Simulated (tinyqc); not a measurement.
# Tunnel rates from the two plateau currents

Inverse problem. With only the 0-1 transition of a spin-degenerate level in the bias window, I = 2 q G_in G_out/(2 G_in + G_out). Find GL and GR.

Constants: q = 1.602176634e-19 C. Results are converted to the units shown.

sizes of the plateau currents for electrons entering from the left and from the right (pA): 9.3578458  17.335026

Solution. q/I(left) = 1/GR + 1/(2 GL) and q/I(right) = 1/GL + 1/(2 GR) are linear in 1/GL and 1/GR.

GL = 1.10 1/ns
GR = 0.0600 1/ns

Program tinyqc, `OMP_NUM_THREADS=1 python tinyqc.py 2780014 2780015 out.jsonl`; Intel Xeon 2.30GHz, shared host, one thread, about 0.01 s.
